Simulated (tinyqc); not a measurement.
# Electron mobility of a polar semiconductor by Rode's iterative solution of the Boltzmann equation, step by step

A worked calculation. Computed by tinyqc, a small Python program that keeps every step. Command: `OMP_NUM_THREADS=1 python tinyqc.py 3005562 3005563 out.jsonl rode walk`. One thread of a shared host (Intel(R) Xeon(R) Processor @ 2.30GHz), about 0.01 s of CPU time with the checks. Intermediate numbers are printed to about 6 digits and carried at full precision; extremes and crossings named in words are read from the listed rows.

The distribution is f(E) + e F l(E) (-df/dE) cos(theta) for a weak field F, theta counted from the force; l(E) is a mean free path. Elastic processes enter by their momentum rate, polar optical phonons by out- and in-scattering terms. One valley only: where upper valleys lie close, measured mobilities are lower. The density n is prescribed, even where a narrow-gap material would have more intrinsic carriers.

Inputs (values chosen for the exercise, modelled on InAs):
```
quantity                               value    unit
effective mass m                      0.0221     m_0
non-parabolicity alpha                   2.3    1/eV
static permittivity eps_s               15.1       -
high-frequency permittivity eps_inf     12.3       -
density rho                             5680  kg/m^3
sound velocity v_l                      4350     m/s
acoustic deformation potential D_A       5.9      eV
optical phonon energy hbar w            29.4     meV
piezoelectric coupling K               0.016       -
electron density n                   2.9e+16  1/cm^3
compensation ratio C                       0       -
temperature T                            300       K
grid points per phonon energy s            6       -
iteration cap                            200       -
```

Band: Kane. Elastic processes: acoustic, piezoelectric, impurity.

Constants: k_B = 8.617333262e-05 eV/K; m_0 = 9.1093837015e-31 kg; e = 1.602176634e-19 C; hbar = 1.054571817e-34 J s; eps_0 = 8.8541878128e-12 F/m; k_B = 1.380649e-23 J/K; hbar = 6.582119569e-16 eV s.

## Fermi level and screening

Kane band: hbar^2 k^2/(2 m) = E (1 + alpha E), speed v = hbar k/(m (1 + 2 alpha E)), states per spin, volume and energy g(E) = m k (1 + 2 alpha E)/(2 pi^2 hbar^2); overlap factors are set to 1. Masses are multiplied by m_0 and all formulas are in SI units. The reduced Fermi level eta = E_F/(k_B T) solves n = 2 Z int g f dE with f = 1/(1 + exp(x - eta)) (Z = 1 unless valleys are given); screening length L_s = sqrt(eps_s eps_0 k_B T/(e^2 dn/deta)), dn/deta = 2 Z int g f (1 - f) dE. Integrals over x = E/(k_B T) use 160 Gauss-Legendre points in u = sqrt(x) from 0 to sqrt(max(eta, 0) + 32). N_I = n (1 + C)/(1 - C).

reduced Fermi level eta = -1.16537

screening length L_s = 28.4578 nm

ionised impurity density N_I = 2.90e+16 1/cm^3

## Rates on one ladder of the grid

Phonon occupation N_q = 1/(exp(hbar w/(k_B T)) - 1). Acoustic deformation potential (elastic, equipartition, absorption and emission together): 1/tau = 2 pi k_B T D_A^2 g(E)/(hbar rho v_l^2). Piezoelectric (elastic, unscreened, momentum relaxation): 1/tau = e^2 K^2 k_B T m (1 + 2 alpha E)/(2 pi eps_s eps_0 hbar^3 k), with alpha = 0 for a parabolic band. Singly charged impurities, momentum relaxation: 1/tau = N_I e^4 m (1 + 2 alpha E) Phi/(8 pi (eps_s eps_0)^2 hbar^3 k^3), with alpha = 0 for a parabolic band. Brooks-Herring: Phi = ln(1 + b) - b/(1 + b), b = 4 k^2 L_s^2. Polar optical, unscreened: W = e^2 w (1/eps_inf - 1/eps_s) m (1 + 2 alpha E') ln|(k + k')/(k - k')| / (4 pi eps_0 hbar^2 k), times N_q for absorption (E' = E + hbar w) and N_q + 1 for emission (E' = E - hbar w > 0), with alpha = 0 for a parabolic band; mean cosine of the angle <cos> = (k^2 + k'^2)/(2 k k') - 1/ln|(k + k')/(k - k')|. Energy grid E_j = (j + 1/2) hbar w/s, j = 0, 1, ..., up to (max(eta, 0) + 18) k_B T, so that E_j +/- hbar w are grid points; l = 0 beyond the grid; integrals are sums times the spacing. With f' = f(E'): out-scattering S_o = sum over absorption and emission of W (1 - f')/(1 - f); nu = sum of elastic rates; the in-scattering weights are c+ = W_abs <cos> (1 - f')/(1 - f) for E' = E + hbar w and c- likewise for emission.

Points j = s/2, s/2 + s, ... (the first seven rungs, or as many as the grid holds), rates in 1e12/s:
```
E (meV)      v (m/s)       nu      S_o       c+       c-
17.15    4.93725e+05  1.95177  2.36149  0.95232  0.00000
46.55    7.45952e+05  0.65977  5.29456  1.14474  1.27389
75.95    8.83127e+05  0.40699  6.31358  1.21941  2.28121
105.35   9.72184e+05  0.31384  6.74194  1.27224  2.79074
134.75   1.03477e+06  0.27399  6.99572  1.31561  3.10837
164.15   1.08094e+06  0.25870  7.18222  1.35308  3.33744
193.55   1.11621e+06  0.25713  7.33790  1.38643  3.51949
```

Points one phonon energy apart are coupled only to each other, so the grid falls into s independent ladders.

## The first two iterations on one ladder of the grid

Iteration: l_new(E) = [v(E) + c+ l(E + hbar w) + c- l(E - hbar w)]/(nu + S_o), from l = 0.

l after iteration 1 (nm): 114.467  125.279  131.406  137.786  142.339  145.270  146.966

l after iteration 2 (all rungs but the last shown) (nm): 142.127  175.032  198.931  215.426  227.544  235.838

In-scattering lengthens l on the lowest rung by 24.2 % and on the second by 39.7 % in this step.

## The whole iteration

mu = e sum g v l f (1 - f) / (3 k_B T sum g f) over the grid; stop when mu changes by less than 1e-8 of itself.

Course of the iteration:
```
iteration  mu (cm^2/(V s))  relative change
1                  10423.3      1.00000e+00
2                  14697.5      2.90813e-01
3                  16673.8      1.18526e-01
4                  17598.1      5.25244e-02
5                  18050.1      2.50424e-02
6                  18272.4      1.21645e-02
7                  18384.7      6.10913e-03
...                    ...              ...
23                 18503.6      2.96173e-07
24                 18503.6      1.65378e-07
25                 18503.6      9.27884e-08
26                 18503.6      5.21007e-08
27                 18503.6      2.93796e-08
28                 18503.6      1.65778e-08
29                 18503.6      9.38995e-09
```

mobility mu = 18503.6 cm^2/(V s)

iterations = 29

Converged in 29 iterations; mu rises at every step, from 10420 to 18500, since each step returns more of the forward-scattered current.

## Approximations against the iterative solution

Self-energy RTA: l = v/(nu + S_o), the first iteration. Momentum RTA: l = v/(nu + S_o - c+ v(E + hbar w)/v - c- v(E - hbar w)/v), listed only where the denominator is positive on the whole grid. The polar-only value solves the same system with nu = 0; the elastic value takes l = v/nu.

Mobilities:
```
method                              mu (cm^2/(V s))  deviation (%)
iterative solution                            18504          0.000
self-energy RTA                               10423        -43.669
momentum RTA                                  18697          1.045
polar phonons alone, exact                    25443         37.502
elastic processes alone                      121596        557.151
Matthiessen's rule on the last two            21040         13.709
```

self-energy RTA mobility = 10423.3 cm^2/(V s)

polar-phonon mobility = 25442.7 cm^2/(V s)

elastic mobility = 121596 cm^2/(V s)

error of the self-energy RTA = -43.6689 %

The self-energy RTA is 43.7 % low: it counts every polar event as a full loss of current, though forward events keep part of it. Here hbar w/k_B T = 1.14. Matthiessen's rule is 13.7 % high. The momentum RTA deviates by +1.0 %.

Checks made by the program: iterated mobility against a direct solution of the banded linear system (relative difference 1e-08).
